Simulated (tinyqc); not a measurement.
What moves the results: type-II superlattice in the two-band Kane model. A value that a table varies takes the place of the one given here.

Motion along the axis, period d = a + b, c = hbar^2/2m0. Conduction and light-hole bands couple: (E - Ec)(E - Ev) = Ep c k^2 in each layer, with mass m(E) = (E - Ev)/Ep, which may be negative. The conduction envelope psi and psi'/m(E) are continuous; a layer carries them by [[cos kt, (m/k) sin kt], [-(k/m) sin kt, cos kt]] (cosh and sinh for k^2 < 0), and cos(q d) = tr(M_B M_A)/2. C1 is the first miniband above EvB, with its bottom at tr/2 = +1 and its top at -1; the gap is the bottom of C1 less the top heavy-hole level HH1.

Heavy holes are uncoupled: with e = EvB - E, p = sqrt(mhB e/c), w = sqrt(mhA (EvB - EvA - e)/c), the top level HH1 at q = 0 solves (p/mhB) tan(p b/2) = (w/mhA) tanh(w a/2).

Constants: hbar^2/2m0 = 3.80998211 eV angstrom^2; hc = 1239.841984 eV nm.

Values chosen for the exercise (near those of an InAs/GaSb superlattice; the results hold for these values, not for the real material): b = 41 angstrom (layer B); EcA = 0 eV (conduction edge of A); EvA = -0.416 eV (valence edge of A); EcB = 0.963 eV (conduction edge of B); EvB = 0.148 eV (valence edge of B); EpA = 14.4 eV (coupling energy in A); EpB = 18.3 eV (coupling energy in B); mhA = 0.34 m0 (heavy hole in A); mhB = 0.28 m0 (heavy hole in B); As = (20, 26, 35, 45, 54, 65, 75) angstrom (widths of layer A); a = 24 angstrom (layer A).

## Width of layer A

Bottom of C1 (tr/2 = +1, above EvB), HH1, the gap and hc/gap; widths at which C1 no longer starts above EvB are left out.

Results:

| a (angstrom) | C1 (eV) | HH1 (eV) | gap (meV) | cut-off (micrometre) |
|---|---|---|---|---|
| 20 | 0.5040 | 0.0987 | 405.3 | 3.06 |
| 26 | 0.4160 | 0.0983 | 317.6 | 3.90 |
| 35 | 0.3205 | 0.0982 | 222.3 | 5.58 |
| 45 | 0.2479 | 0.0982 | 149.7 | 8.28 |
| 54 | 0.2015 | 0.0982 | 103.3 | 12.00 |
| 65 | 0.1602 | 0.0982 | 62.1 | 19.98 |

From a = 20 to 65 angstrom C1 falls by 344 meV while HH1 moves by -0.5 meV, so layer A tunes the gap, from 405 to 62 meV. The cut-off shifts by 0.141 micrometre per angstrom at the thin end and 0.725 at the thick end: long wavelengths need tight control of the thickness.

## One band or two

Bottom of C1. One band: (k/mA) tan(k a/2) = (kappa/mB) tanh(kappa b/2) with the edge masses (Ec - Ev)/Ep and barrier EcB - EcA. Second row: mA replaced by m(E). The last column is measured against two bands.

Results:

| model | C1 (eV) | gap (meV) | error (meV) |
|---|---|---|---|
| one band, edge masses | 0.4335 | 335.1 | -9.2 |
| m(E) in A only | 0.3878 | 289.4 | -54.9 |
| two bands | 0.4427 | 344.3 | 0.0 |

mA = 0.0289 m0
mB = 0.0445 m0

With edge masses C1 errs by -9 meV, 3 % of the gap. The heavier m(E) in A changes it by -46 meV; the treatment of B changes it by +55 meV, since C1 lies 295 meV above the valence edge of B, where its mass is 0.0161 instead of 0.0445.

## What each parameter does

Bottom and width of C1, HH1 and the gap. Each row changes one parameter from the base and keeps the others.

Results:

| case | C1 (eV) | width (meV) | HH1 (eV) | gap (meV) |
|---|---|---|---|---|
| base | 0.4427 | 80.4 | 0.0984 | 344.3 |
| a = 21 angstrom | 0.4877 | 89.6 | 0.0986 | 389.0 |
| b = 44 angstrom | 0.4487 | 69.4 | 0.1036 | 345.0 |
| EvB = 0.128 eV | 0.4405 | 77.1 | 0.0788 | 361.7 |
| EcB = 1.013 eV | 0.4538 | 72.7 | 0.0984 | 355.4 |
| EvA = -0.446 eV | 0.4395 | 79.4 | 0.0978 | 341.7 |
| EpA = 15.6 eV | 0.4498 | 83.7 | 0.0984 | 351.4 |
| mhB = 0.32 m0 | 0.4427 | 80.4 | 0.1023 | 340.5 |

The largest shifts from the base row, up to three for each result and ties (the steps differ in size, so this ranks the rows, not the parameters). C1 (eV): a +0.0449, EcB +0.0111, EpA +0.0071; unchanged at the printed digits by mhB. width (meV): b -11.0, a +9.2, EcB -7.7; unchanged at the printed digits by mhB. HH1 (eV): EvB -0.0196, b +0.0052, mhB +0.0039; unchanged at the printed digits by EcB and EpA. gap (meV): a +44.7, EvB +17.4, EcB +11.1.

tinyqc: `OMP_NUM_THREADS=1 python tinyqc.py 1251620 1251621 out.jsonl`; about 0.02 s, one thread, shared Intel(R) Xeon(R) Processor @ 2.30GHz.
